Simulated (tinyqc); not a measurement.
Changing the scale factor s of the disorder: kinetic Monte Carlo and master equation for a particle on a ring of sites with traps and bias. Computed by tinyqc, a small Python program. Command: `OMP_NUM_THREADS=1 python tinyqc.py 3026579 3026580 out.jsonl kmc sweep`. One thread of a shared host (Intel(R) Xeon(R) Processor @ 2.30GHz), about 0.01 s of CPU time with the checks.

5 sites on a ring, numbered 1 to 5. The saddle between i and i+1 lies at E0 + s b_i and site i at s eps_i; a force F tilts the landscape, with the saddle half-way.

Inputs (values chosen for the exercise, for a model defect):
```
quantity,value,unit
reference barrier E0,0.68,eV
attempt frequency nu,16,THz
temperature T,640,K
site spacing a,2.5,angstrom
force F along the ring,0.0018,eV/angstrom
```

Disorder: random barriers.

site energies eps_i (eV): [0, 0, 0, 0, 0]

saddle shifts b_i between sites i and i+1 (eV): [-0.0065, 0.0099, -0.077, 0.038, 0.0049]

Constants: k_B = 8.617333262e-05 eV/K.

Method:
- Rates: k(i to i+1) = nu exp(-(E0 + s b_i - s eps_i - F a/2)/(k_B T)), k(i to i-1) = nu exp(-(E0 + s b_(i-1) - s eps_i + F a/2)/(k_B T)).
- Share right = k right/(k right + k left); mean stay = 1/(k right + k left).
- Master equation dP/dt = W P, W_(i+1,i) = k right, W_(i-1,i) = k left, columns summing to zero. The steady state is its null vector; drift v = a sum P_i (k right - k left). D = a^2 lambda''(0)/2, where lambda(q) is the leading eigenvalue of W with right hops weighted by exp(q) and left hops by exp(-q).
- The slowest relaxation rate is minus the real part of the next eigenvalue of W. 1 angstrom = 1e-8 cm.
- At zero force D0 = a^2 nu exp(-E0/(k_B T)) / [<exp(-s eps/(k_B T))> <exp(s b/(k_B T))>], with means over the ring; Einstein relation v = D0 F/(k_B T); 1 angstrom = 1e-8 cm.

One run for each value:
```
scale factor s of the disorder,D0 over the value without disorder,drift velocity v (cm/s),slowest relaxation rate (1/s)
0.10,1.009,0.1455,9.870e+07
0.25,1.014,0.1462,9.195e+07
0.50,1.002,0.1445,8.351e+07
0.75,0.970,0.1399,7.604e+07
1.00,0.923,0.1331,6.921e+07
1.50,0.803,0.1159,5.750e+07
2.00,0.672,0.0969,4.826e+07
2.50,0.544,0.0785,4.107e+07
```

Over the rows, D0 over the value without disorder goes from 1.01 through a maximum among these rows, 1.01 at 0.250, to 0.544; drift velocity v (cm/s) goes from 0.146 through a maximum among these rows, 0.146 at 0.250, to 0.0785; slowest relaxation rate (1/s) falls from 9.87e7 to 4.11e7 (exponent d ln y / d ln x -0.077 between the first rows and -0.72 between the last). For the drift and D0, to first order in s only the mean of b - eps acts; beyond that high saddles and deep sites weigh most in the two averages.

Extremes, crossings and ranges named in words are read from the listed rows.
